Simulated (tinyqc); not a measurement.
Inside a calculation. Model: a tight-binding chain with uneven site energies, recursive Green functions.

Computed by the program tinyqc: `OMP_NUM_THREADS=1 python tinyqc.py 2660029 2660030 out.jsonl`, one thread of a shared Intel Xeon 2.30GHz, about 0.01 s for the whole run. Printed values are rounded.

The device has N = 5 slices of 1 site(s), nearest-neighbour hopping -t, and site energies U; the leads are semi-infinite continuations with site energy 0. V = <i+1|H|i> = -t 1.

Inputs (values chosen for the exercise):
```
symbol                             value  unit                        meaning
t                                      1    eV    hopping (matrix element -t)
U       [-0.12, 1.79, 0.13, -0.32, 0.73]    eV  site energies, slice by slice
E                                   0.76    eV                         energy
```

Constants: q = 1.602176634e-19 C, h = 6.62607015e-34 J s. Results are converted to the units shown.

## Self-energy of the leads

Sigma = t^2 g(E), g(x) = (x - i sqrt(4 t^2 - x^2))/(2 t^2) for |x| < 2 t and (x - sign(x) sqrt(x^2 - 4 t^2))/(2 t^2) otherwise; Gamma = i (Sigma - Sigma^dagger); both leads give the same.

Sigma = 0.380000-0.924986i eV
Gamma = 1.84997 eV
open modes = 1

## Forward pass

Forward pass: g_1 = (E - H_1 - Sigma)^(-1), g_i = (E - H_i - V g_(i-1) V^dagger)^(-1), with Sigma also subtracted on the last slice; G_(i,1) = g_i V G_(i-1,1), starting from g_1. H_i is the block of slice i, its site energy.

```
site         g_i (1/eV)  G_(i,1) of the forward pass (1/eV)
1      0.45224-0.83664i                    0.45224-0.83664i
2     -0.51165-0.28879i                    0.47300-0.29746i
3      0.82325-0.20825i                   -0.32745+0.34339i
4      2.34927-1.90549i                    0.11496-1.43067i
5     -0.17645-0.18503i                    0.28500-0.23117i
```

## Transmission

G_(N,1) = 0.284996-0.231170i 1/eV

T(E) = Tr[Gamma G_(N,1) Gamma G_(N,1)^dagger]. Conductance (2 q^2/h) T(E).

T(E) = 0.460868
conductance = 35.7085 uS

Inverting the whole matrix gives the same value.

## Backward pass

Backward pass: G_NN = g_N, G_ii = g_i + g_i V^dagger G_(i+1,i+1) V g_i; local density of states -Im G_ii/pi on each site.

```
site          G_ii (1/eV)  local density of states (1/eV)
1      0.384278-0.639851i                        0.203671
2     -0.140865-0.182041i                        0.057946
3      0.819858-0.759795i                        0.241850
4      0.359552-0.675094i                        0.214889
5     -0.176450-0.185027i                        0.058896
```

A site of an infinite clean chain has 1/(pi sqrt(4 t^2 - x^2)) = 0.172 1/eV at this energy (x counted from the band centre); the device goes from 0.0579 (site 2) to 0.242 (site 3).

## States fed from the left, and the bond current

The full first column follows backwards from c_N = G_(N,1): c_i = G_(i,1)(forward) + g_i V^dagger c_(i+1). The density of states fed by the left lead is Gamma |c_i|^2/(2 pi), and the current on bond i is 2 t Gamma Im(c_(i+1) conj(c_i)) in units of T(E).

```
site           c_i (1/eV)  density fed from the left (1/eV)
1      0.384278-0.639851i                          0.164022
2      0.216008-0.035526i                          0.014110
3     -0.161790+0.603259i                          0.114857
4     -0.114080-0.344527i                          0.038781
5      0.284996-0.231170i                          0.039649
```

bond current, bond 1 to 4: 0.460868  0.460868  0.460868  0.460868

The bond current is the same on every bond and equals T(E): the current is conserved.
